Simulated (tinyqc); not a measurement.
Retention against time.

Retention: filled traps are spread evenly in depth from E1 to E2, and each empties at the rate nu exp(-E/kB T). The share left is the mean of exp(-nu t exp(-E/kB T)) = [kB T/(E2 - E1)] [E1x(nu t exp(-E2/kB T)) - E1x(nu t exp(-E1/kB T))], E1x the exponential integral; traps shallower than about Ed = kB T ln(nu t) are empty.

Inputs (values chosen for the exercise): storage temperature T = 300 K; shallowest trap depth E1 = 0.82 eV; deepest trap depth E2 = 1.54 eV; attempt frequency nu = 1e13 1/s.

Constants: q = 1.602176634e-19 C, kB = 1.380649e-23 J/K, Vt = kB T/q. Results are converted to the units shown.

Results:
```
t (s)  Ed (eV)  share left
1       0.7738      0.9942
10000    1.012      0.7127
1e5      1.071      0.6300
1e6      1.131      0.5473
1e7      1.191      0.4647
1e8      1.250      0.3820
1e9      1.310      0.2993
```

Estimate the missing row, t = 100 s.

Computed row:
```
t (s)  Ed (eV)  share left
100     0.8929      0.8780
```

With this row back in the table: The share left falls from 0.994 to 0.299. Ed moves by 0.0595 eV a decade and reaches E1 at t = 5.96 s; from then on the loss is linear in log t, 8.27 % a decade, until Ed comes within a few kB T of E2, which it reaches at 7.43e12 s.

tinyqc, about 0.04 s, one thread, Intel Xeon 2.30GHz (shared host): `OMP_NUM_THREADS=1 python tinyqc.py 2130002 2130003 out.jsonl`
